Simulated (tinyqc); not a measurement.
One-sided p+-n junction, ionisation integral and breakdown: two steps of the calculation.

A p+ layer at x < 0 and an n drift layer from x = 0. Depletion approximation, built-in voltage neglected. Local ionisation coefficients alpha_n = an exp(-(bn/E)^mx), alpha_p = ap exp(-(bp/E)^mx). Electrons move towards +x, holes towards x = 0.

Inputs (values chosen for the exercise); material values close to those of gallium nitride:
- eps_r = 9.59 (relative permittivity)
- an = 2.71e8 1/cm (prefactor of the electron ionisation coefficient)
- bn = 3.28e7 V/cm (field constant for electrons)
- ap = 1.27e8 1/cm (prefactor of the hole ionisation coefficient)
- bp = 2.05e7 V/cm (field constant for holes)
- mx = 1 (exponent)
- N = 3e15 cm^-3 (donor density of the drift layer)
- V = 3450 V (reverse voltage)
- fr = 0.6 (share of the depleted width that the grid covers)

Constants: q = 1.602176634e-19 C, eps0 = 8.8541878128e-14 F/cm where lengths are in cm. Results are converted to the units shown.

Question 1. Field and ionisation coefficients on a grid. W = sqrt(2 eps0 eps_r V/(q N)), peak field E0 = q N W/(eps0 eps_r), falling linearly to 0 at W. Grid: 11 equal steps from 0 to fr W.

Find: W; x; E; alpha_n; alpha_p.

Answer 1.

W = 34.91 um

```
point  x (um)  E (kV/cm)  alpha_n (1/cm)  alpha_p (1/cm)
0        0.00       1976           16.80            3971
1        1.90       1869           6.447            2183
2        3.81       1761           2.201            1115
3        5.71       1653          0.6531           521.9
4        7.62       1545          0.1636           219.7
5        9.52       1437         0.03329           81.21
6       11.43       1330        0.005232           25.55
7       13.33       1222        5.934e-4           6.554
8       15.23       1114        4.415e-5           1.292
9       17.14       1006        1.883e-6          0.1799
10      19.04      898.3        3.766e-8         0.01560
11      20.95      790.5       2.591e-10        6.945e-4
```

Question 2. Ionisation integrals by the trapezoid rule. G(x) = integral from 0 to x of (alpha_n - alpha_p); I_n = integral of alpha_n exp(-G) (electrons injected at x = 0), I_p = integral of alpha_p exp(G(end) - G) (holes injected at the far edge); M = 1/(1 - I). All integrals by the trapezoid rule on the grid.

```
point     x (um)  alpha_n (1/cm)  alpha_p (1/cm)
0       0.000000       16.795403       3971.3844
1       1.904368       6.4469905       2182.9614
2       3.808737       2.2009251       1115.1318
3       5.713105      0.65308968       521.86231
4       7.617473      0.16357512       219.67023
5       9.521842     0.033286900       81.211730
6      11.426210    0.0052324298       25.549802
7      13.330578    5.9337195e-4       6.5543148
8      15.234947    4.4154455e-5       1.2921323
9      17.139315    1.8829216e-6      0.17987386
10     19.043683    3.7657873e-8     0.015599396
11     20.948052   2.5913265e-10    6.9446321e-4
```

Find: G; alpha_n exp(-G); I_n; I_p; M_n; M_p.

Answer 2.

```
point        G  alpha_n exp(-G) (1/cm)
0       0.0000                  16.795
1      -0.5838                  11.558
2      -0.8970                   5.397
3      -1.0526                   1.871
4      -1.1231                   0.503
5      -1.1518                   0.105
6      -1.1619                   0.017
7      -1.1650                   0.002
8      -1.1657                   0.000
9      -1.1659                   0.000
10     -1.1659                   0.000
11     -1.1659                   0.000
```

I_n = 0.0053039
I_p = 0.66286
M_n = 1.0053
M_p = 2.9661

Numbers from tinyqc (`OMP_NUM_THREADS=1 python tinyqc.py 2120020 2120021 out.jsonl`; about 0.07 s on one thread of a shared Intel Xeon 2.30GHz).
